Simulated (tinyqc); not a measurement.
Ideality, saturation current and resistance from three points.

Problem. Well above the saturation current a diode obeys V = n Vt ln(I/I0) + I Rs. Find n, Rs and I0.

Inputs (values chosen for the exercise):
- T = 300 K (temperature)

Constants: q = 1.602176634e-19 C, kB = 1.380649e-23 J/K, Vt = kB T/q. Results are converted to the units shown.

currents (A): 4e-6  0.0003  0.03
voltages (V): 0.40058831  0.57461633  1.0834672

Solution. V is linear in the three unknowns n Vt, Rs and -n Vt ln I0, so three points give a linear system.

n = 1.530
Rs = 11.00 ohm
I0 = 1.600e-10 A

Computed by the program tinyqc: `OMP_NUM_THREADS=1 python tinyqc.py 2260138 2260139 out.jsonl`, one thread of a shared Intel Xeon 2.30GHz, about 0.01 s for the whole run.
